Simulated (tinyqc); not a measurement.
# Random telegraph noise from one oxide trap in a small MOSFET, step by step

tinyqc, about 0.01 s, one thread, Intel Xeon 2.30GHz (shared host): `OMP_NUM_THREADS=1 python tinyqc.py 2710104 2710105 out.jsonl` Printed values are rounded.

An acceptor-like trap exchanges electrons with the channel. Inversion charge Q = Cox u, u = n Vt W0(exp((Vg - VT)/(n Vt))), W0 the Lambert function, n = nf, Cox = eps0 eox/tox; linear regime Id = (W/L) mu Q Vd. Relative to threshold the surface potential rises by Vt ln(u/u0) and the oxide voltage by the rest of Vg - VT, with u0 = n Vt W0(1).

Parameters, values chosen for the exercise; values of the order met in silicon transistors:
- T = 250 K (temperature)
- eox = 3.9 (relative permittivity of the gate insulator (close to silicon dioxide))
- tox = 1.7 nm (insulator thickness)
- xt = 0.28 nm (depth of the trap from the channel interface)
- E0 = 0.18 eV (trap level above the channel Fermi level at threshold)
- s0 = 4e-17 cm^2 (capture prefactor)
- EB = 0.54 eV (capture barrier (lattice relaxation))
- lt = 0.1 nm (tunnelling decay length)
- vth = 1e7 cm/s (thermal velocity)
- zi = 2.4 nm (thickness of the inversion layer)
- VT = 0.24 V (threshold voltage)
- nf = 1.34 (body factor)
- W = 86 nm (gate width)
- L = 27 nm (gate length)
- mu = 180 cm^2/(V s) (mobility)
- asc = 0 V s (scattering coefficient of the charged trap)
- Vd = 0.02 V (drain voltage)
- Vg = 0.97 V (gate voltage)

Constants: q = 1.602176634e-19 C, kB = 1.380649e-23 J/K, Vt = kB T/q, eps0 = 8.8541878128e-14 F/cm where lengths are in cm. Results are converted to the units shown.

Range of the model: VT is taken as given; short-channel effects and the uneven flow of current among few electrons are left out.

## Trap level, time constants and occupancy

N = Cox u/q; dpsi = Vt ln(u/u0); E = E0 - dpsi - (xt/tox)(Vg - VT - dpsi); capture time tc = 1/[(N/zi) vth s0 exp(-xt/lt - EB/Vt)]; emission time te = tc exp(-E/Vt); occupancy te/(tc + te).

u = 0.640522 V
N = 8.12060e12 cm^-2
dpsi = 0.0789927 V
E = -0.00621747 eV
tc = 93.4348 s
te = 124.694 s
occupancy = 0.571654

The trap lies 0.29 Vt below the Fermi level, so it is filled 57.2 % of the time.

## Step height

A = W L; threshold step dV = q (1 - xt/tox)/(Cox A); gm/Id = 1/(u + n Vt); relative step dI/I = (gm/Id) dV + asc mu/A. Id as defined.

electrons in the channel N A = 188.560
dV = 2.83742 mV
gm/Id = 1.49390 1/V
number part of dI/I = 0.423881 %
dI/I = 0.423881 %
Id = 14.9189 uA
dI = 63.2382 nA

## Lorentzian spectrum

Spectrum S(f) = 4 dI^2/{(tc + te)[(1/tc + 1/te)^2 + (2 pi f)^2]}; corner fc = (1/tc + 1/te)/(2 pi); variance dI^2 tc te/(tc + te)^2. Give S at f = 0, at fc and at 10 fc.

fc = 0.00297974 Hz
S(0) = 2.09213e-13 A^2/Hz
S(fc) = 1.04607e-13 A^2/Hz
S(10 fc) = 2.07142e-15 A^2/Hz
rms current = 31.2927 nA

The rms value is 0.495 of the step; it reaches its largest share, 1/2, when tc = te.
